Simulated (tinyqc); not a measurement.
Formation energy of a charged point defect from supercell energies: one step, computed by the program tinyqc.

The host is a compound AB. Making the defect adds n_A = 0, n_B = -1, n_X = 1 atoms to the cell. All total energies are inputs. E_F is counted from the valence-band maximum (VBM); x = 0 is A-rich and x = 1 B-rich growth.

Task: Concentrations at the given E_F and T. E_f(q, E_F) = E_f(q, 0) + q E_F. c_q = N_s exp(-E_f(q, E_F)/k_B T), with all degeneracy factors one and no vibrational entropy.

Inputs (values chosen for the exercise, with gap and screening modelled on GaAs):
```
quantity                   value      unit
gap E_g                     1.41        eV
dielectric constant eps     13.3         -
cell length L               9.22  angstrom
Fermi level E_F            0.339        eV
temperature T               1000         K
site density N_s         3.5e+22     cm^-3
```

Defect: impurity X on a B site. Supercell lattice: fcc.

charge states q: 0  -1  -2  -3

E_f(q, 0) (eV): (q=0) 5.004000, (q=-1) 5.460582, (q=-2) 5.630327, (q=-3) 6.629235

Constants: k_B = 8.617333262e-05 eV/K.

Give: Charge states; lowest formation energy; total concentration; mean charge.

Result:

Charge states:
```
q   E_f (eV)  c_q (cm^-3)      share
0      5.004    2.114e-03  3.249e-01
-1     5.122    5.400e-04  8.302e-02
-2     4.952    3.850e-03  5.918e-01
-3     5.612    1.818e-06  2.795e-04
```

lowest formation energy = 4.952 eV

total concentration = 0.006505 cm^-3

mean charge = -1.267 e

State -2 holds 59.2 % of the defects. Caution: the largest image-charge correction in these energies, q^2 alpha e^2/(8 pi eps_0 eps L) with alpha = 2.888282, exceeds a quarter of the gap; the point-charge term alone is then a rough estimate, usually too large for a charge that is spread out.
